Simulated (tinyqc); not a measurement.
# From one set of inputs to another, one input at a time

Model: four-point probe, van der Pauw, Hall and spreading-resistance readings of a semiconductor layer. Computed by tinyqc, a small Python program. Command: `OMP_NUM_THREADS=1 python tinyqc.py 3110576 3110577 out.jsonl probe ladder`. One thread of a shared host (Intel(R) Xeon(R) Processor @ 2.30GHz), about 0.01 s of CPU time with the checks.

The layer is uniform and ohmic; contacts are points unless a radius is given.

The inputs printed are set A. Set A is modelled on p-type silicon; the values taken over come from a set modelled on n-type silicon. Inputs not listed in the table keep their values of set A, so the rows need not describe a real material.

Inputs (values chosen for the exercise, modelled on p-type silicon):
```
quantity             value        unit
carrier density n  1.8e+18      1/cm^3
drift mobility mu     72.7  cm^2/(V s)
layer thickness t      550  micrometre
probe spacing s        0.5          mm
current I                2          mA
```

Backing of the layer: insulating.

Constants: e = 1.602176634e-19 C.

Method:
- rho = 1/(e n mu); R_s = rho/t.
- Collinear probes with equal spacing on a layer with insulating backing: images at depth 2 m t give V = (rho I/(2 pi s)) G, G = 1 + 4 sum_(m>=1) [1/sqrt(1 + (2 m u)^2) - 1/sqrt(4 + (2 m u)^2)], u = t/s; the sum runs to m = 20000, with the tail 3/(32 u^3 M^2) added to the sum for M = 20000.
- Limits: thick, rho = 2 pi s V/I; thin on an insulator, rho = (pi/ln 2) t V/I.

Each row keeps all changes above it:
```
input moved                        from     to  voltage V (mV)  sheet resistance R_s (ohm/square)  rho by the thick formula (ohm cm)
set A                                 -      -       4.281e-01                          8.672e-01                          6.724e-02
current I (mA)                        2   0.03       6.421e-03                          8.672e-01                          6.724e-02
drift mobility mu (cm^2/(V s))     72.7    801       5.828e-04                          7.871e-02                          6.103e-03
probe spacing s (mm)                0.5  0.635       5.465e-04                          7.871e-02                          7.268e-03
carrier density n (1/cm^3)      1.8e+18  1e+17       9.837e-03                          1.417e+00                          1.308e-01
layer thickness t (micrometre)      550     13       3.967e-01                          5.994e+01                          5.276e+00
```

Where does the difference come from?

Voltage V goes from 0.428 to 0.397, a factor 0.927 in all. The largest single move comes from current I (a factor 0.0150), and layer thickness t works against it (a factor 40.3). Sheet resistance R_s goes from 0.867 to 59.9, a factor 69.1 in all. The largest single move comes from layer thickness t (a factor 42.3), and drift mobility mu works against it (a factor 0.0908). rho by the thick formula goes from 0.0672 to 5.28, a factor 78.5 in all. The largest single move comes from layer thickness t (a factor 40.3), and drift mobility mu works against it (a factor 0.0908). The single moves hold for this order of the switches; the total does not depend on the order.

Extremes, crossings and ranges named in words are read from the listed rows.
